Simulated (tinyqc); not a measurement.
Anisotropic elasticity and sound waves of a cubic crystal: one step, computed by the program tinyqc. Command: `OMP_NUM_THREADS=1 python tinyqc.py 3007239 3007240 out.jsonl cubicelastic walk`. One thread of a shared host (Intel(R) Xeon(R) Processor @ 2.30GHz), about 0.01 s of CPU time with the checks.

Voigt order 1..6 = xx, yy, zz, yz, xz, xy, with engineering shear strains. The rotated frame has x' as named, z' along the wafer normal and y' = z' x x'.

Question. Moduli along the axes of the frame. Invert C' to S'. E along x' = 1/S'11, along y' = 1/S'22; Poisson ratios nu(x'y') = -S'12/S'11 and nu(x'z') = -S'13/S'11; in-plane shear modulus 1/S'66.

Frame: (001) wafer, x' along [110].

C' (GPa), lower triangle (symmetric):
```
,1,2,3,4,5,6
1,404.15
2,22.15,404.15
3,45.30,45.30,381.00
4,0.00,0.00,0.00,191.00
5,0.00,0.00,0.00,0.00,191.00
6,0.00,0.00,0.00,0.00,0.00,167.85
```

Give: E along x'; E along y'; nu(x'y'); nu(x'z'); in-plane shear modulus.

Answer.

E along x' = 398.06 GPa

E along y' = 398.06 GPa

nu(x'y') = 0.042040

nu(x'z') = 0.11390

in-plane shear modulus = 167.85 GPa

E is the same along x' and y'.
